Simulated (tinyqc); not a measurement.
Metal-interlayer-semiconductor contact, depinning against tunnelling resistance: contact resistivity against the interlayer thickness.

Zero bias, n-type semiconductor. Gap states at the semiconductor surface thin out as exp(-be ti), which unpins the barrier; electrons must then cross the interlayer (a rectangular barrier, no voltage drop across it) and the parabolic depleted layer, both by WKB. Energies E are counted from the Fermi level; no image force, parabolic bands.

S = 1/(1 + (1/S0 - 1) exp(-be ti)); phiB = S (phiM - chi) + (1 - S)(Eg - E0); xi = Ec - EF deep inside, from Nd = Nc F(-xi/Vt), F(x) = (2/sqrt(pi)) int_0^infinity sqrt(u) du/(1 + exp(u - x)); band bending U = phiB - xi; E00 = (hbar/2) sqrt(Nd/(eps0 eps_r mt m0)) in volts; A = 4 pi q mA m0 kB^2/h^3. With U = phiB - xi: for xi < E < phiB, y = (E - xi)/U and G1 = (U/E00) [sqrt(1 - y) - y ln((1 + sqrt(1 - y))/sqrt(y))], G1 = 0 above phiB; G2 = 2 ti sqrt(mi max(phiB + dE - E, 0)/C), C = hbar^2/(2 m0); f = 1/(1 + exp(E/Vt)); 1/rho_c = (A T^2/Vt^2) times the integral of exp(-G1 - G2) f over E from xi upwards. Shares under 0.001 % are printed as 0; rows without band bending are left out.

Values chosen for this exercise; semiconductor values close to those of silicon; interlayer mass of the order of that in aluminium oxide, offset chosen freely:
```
symbol,value,unit,meaning
T,300,K,temperature
Eg,1.12,eV,band gap
eps_r,11.9,,relative permittivity
chi,4.2,eV,electron affinity
Nc,2.8e19,cm^-3,conduction-band density of states at T
mt,0.194,m0,tunnelling mass in the semiconductor
mA,2.03,m0,Richardson mass
Nd,7.4e19,cm^-3,donor density
E0,0.35,eV,charge-neutrality level above the valence band
S0,0.26,,pinning factor without interlayer
phiM,4.22,eV,metal work function
dE,2.48,eV,conduction-band offset of the interlayer above the semiconductor
mi,0.34,m0,tunnelling mass in the interlayer
be,5.3,1/nm,decay constant of gap states through the interlayer
```

Constants: q = 1.602176634e-19 C, kB = 1.380649e-23 J/K, eps0 = 8.8541878128e-12 F/m, hbar = 1.054571817e-34 J s, h = 6.62607015e-34 J s, m0 = 9.1093837015e-31 kg, Vt = kB T/q, hbar^2/(2 m0) = 0.0380998212 eV nm^2. Results are converted to the units shown.

The same in every row: E00/Vt = 4.07.

Results:
```
ti (nm)	S	phiB (eV)	rho_c (ohm cm^2)	rho_c with G2 = 0 (ohm cm^2)	peak of the integrand (eV)	share above phiB (%)
0	0.260	0.575	6.86e-8	6.86e-8	-0.00164	0
0.3	0.633	0.295	1.15e-7	5.85e-9	-0.00668	0.00641
0.6	0.894	0.0994	3.72e-7	1.18e-9	-0.0144	2.44
0.9	0.976	0.0377	3.96e-6	7.82e-10	-0.0192	15.5
1.2	0.995	0.0237	6.11e-5	7.24e-10	-0.0201	23.3
1.5	0.999	0.0208	0.00102	7.13e-10	-0.0195	25.8
1.8	1.00	0.0202	0.0172	7.10e-10	-0.0186	26.9
2.4	1.00	0.0200	4.95	7.10e-10	-0.0165	28.6
```

Estimate the missing row, ti = 2.1 nm.

Computed row:
```
ti (nm)	S	phiB (eV)	rho_c (ohm cm^2)	rho_c with G2 = 0 (ohm cm^2)	peak of the integrand (eV)	share above phiB (%)
2.1	1.00	0.0200	0.292	7.10e-10	-0.0176	27.8
```

With this row back in the table: As ti goes from 0 to 2.4, phiB falls from 0.575 to 0.0200 eV and rho_c rises from 6.86e-8 to 4.95 ohm cm^2. No thickness listed beats the bare contact: tunnelling through the layer costs more than the change of the barrier gains. The ratio of rho_c to its value with G2 = 0 runs from 1.00 to 6.97e9.

Range of the model: The depletion charge would drop about 0.13 V across such an interlayer (eps_r near 9) at ti = 0.4 nm and Nd = 7.4e19 cm^-3, against a band bending of 0.26 V; this model leaves that drop out.

Program tinyqc, `OMP_NUM_THREADS=1 python tinyqc.py 2270053 2270054 out.jsonl`; Intel Xeon 2.30GHz, shared host, one thread, about 0.02 s.
